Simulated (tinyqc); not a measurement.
Inside a calculation: model-solid line-up of a strained alloy layer on a substrate. Values are carried at full precision from step to step, so a last printed digit may differ when a step is redone from the rounded ones.

All values of the alloy are linear in x but the gap, Eg(x) = (1 - x) Eg_A + x Eg_B - C x (1 - x), and the valence edge, Ev(x) = (1 - x) Ev_A + x Ev_B + fv C x (1 - x); Ec = Ev + Eg. Ev is the top of the unstrained valence band on a scale common to all materials. In the layer only the Gamma valley of the conduction band is followed, also where an X or L valley would lie lower.

Values chosen for the exercise (A near GaP, B near InP, substrate near GaAs; not measured data): a = (5.449, 5.866) angstrom (lattice constant of A, B); Eg = (2.905, 1.418) eV (gap at Gamma to the s-like level of A, B); Dso = (0.08, 0.108) eV (spin-orbit splitting of A, B); Ev = (-1.25, -0.95) eV (top of the unstrained valence band of A, B); ac = (-8.22, -6) eV (conduction deformation potential of A, B); av = (1.71, 0.61) eV (valence hydrostatic potential of A, B); b = (-1.6, -2.03) eV (tetragonal shear potential of A, B); d = (-4.6, -4.97) eV (trigonal shear potential of A, B); C11 = (139.7, 101.3) GPa (of A, B); C12 = (62.6, 56.5) GPa (of A, B); C44 = (70.8, 45.5) GPa (of A, B); C = 0.561 eV (bowing of the gap); fv = 0 (share of the bowing taken by the valence edge); x = 0.52 (fraction of B); a_s = 5.66 angstrom (substrate); face = 001 (growth face); Eg_s = 1.513 eV (lowest gap of the substrate); Ev_s = -0.8 eV (substrate valence edge).

## Values of the alloy

Interpolate.

Alloy at x (a in angstrom, C11, C12, C44 in GPa, all else in eV):

| symbol | value |
|---|---|
| a | 5.6658 |
| Eg | 1.9917 |
| Dso | 0.0946 |
| Ev | -1.0940 |
| ac | -7.0656 |
| av | 1.1380 |
| b | -1.8236 |
| d | -4.7924 |
| C11 | 119.7320 |
| C12 | 59.4280 |
| C44 | 57.6440 |

## Strain on the (001) substrate

Coherent growth on a (001) face: e_par = (a_s - a)/a, e_perp = -2 (C12/C11) e_par; exx = eyy = e_par, ezz = e_perp, no shear.

Use the values of the alloy.

e_par = -0.001031
e_perp = 0.001023

strain tensor in the cubic axes:
```
           x          y         z
x  -0.001031   0.000000  0.000000
y   0.000000  -0.001031  0.000000
z   0.000000   0.000000  0.001023
```

The layer is under compression in the plane; its volume changes by -0.104 %.

## Strained band edges

Strained edges: Ec + ac tr(e); the valence edges are Ev plus the levels of the 6 x 6 matrix of X, Y, Z times spin with -Dso/3 + l exx + m (eyy + ezz) on the diagonal (cyclic), n exy off it, l = av + 2 b, m = av - b, n = sqrt(3) d. Spin-orbit term (Dso/3) L.sigma on X, Y, Z with (L_k)_ij = -i epsilon_kij: <X+|H|Y+> = -i Dso/3, <X+|H|Z-> = Dso/3, <Y+|H|Z-> = -i Dso/3, <Z+|H|X-> = -Dso/3, <Z+|H|Y-> = i Dso/3, <X-|H|Y-> = i Dso/3, and their conjugates; + and - are the spin along z.

Give the hydrostatic shifts, the strain block and the edges.

ac tr(e), av tr(e) (eV): 0.0073  -0.0012

strain block (eV), lower triangle:
```
        X       Y        Z
X  0.0026
Y       0  0.0026
Z       0       0  -0.0087
```

Ec and the three valence edges from the top (eV): 0.9051  -1.0914  -1.0986  -1.1900

strained gap = 1.9965 eV

Strain moves the gap by +5 meV: +9 meV from the volume and -4 meV from the splitting of the valence edge, which always raises the top.

## Offsets against the substrate material

dEc = Ec(substrate) - Ec(layer), dEv = Ev(layer) - Ev(substrate); positive values confine the carrier in the layer. Type I: both of one sign; type II: opposite signs; type III: the gaps do not overlap.

Give also the smallest gap across the interface, min Ec - max Ev.

dEc = -0.1921 eV
dEv = -0.2914 eV

type: I

smallest gap = 1.5130 eV

Both carriers collect in the substrate material; the conduction band takes 40 % of the gap difference. Where the alloy is indirect its X or L edge, left out, lies lower and changes dEc.

## Critical thickness (Matthews-Blakeslee, single layer)

h = K (ln(h/b) + 1) with K = b (1 - nu/4)/(4 pi |e_par| (1 + nu)) for 60-degree dislocations, b = a/sqrt(2) the Burgers vector (not the shear potential of the table), nu = C12/(C11 + C12). Iterate from h = 10 b until h changes by less than 1e-6 of itself.

b (Burgers vector) = 4.0064 angstrom
nu = 0.3317
K = 213.00 angstrom

first iterates (angstrom): 40.1  703.5  1313.8  1446.9  1467.4  1470.5

critical thickness = 147.10 nm

Thicker layers can relax, and the strained edges then no longer apply; metastable growth often exceeds this equilibrium value.

## Checks

- Valence edges against the closed form for (001) strain: they agree to 1e-10 or better.

tinyqc: `OMP_NUM_THREADS=1 python tinyqc.py 1050520 1050521 out.jsonl`; about 0.02 s, one thread, shared Intel(R) Xeon(R) Processor @ 2.30GHz.
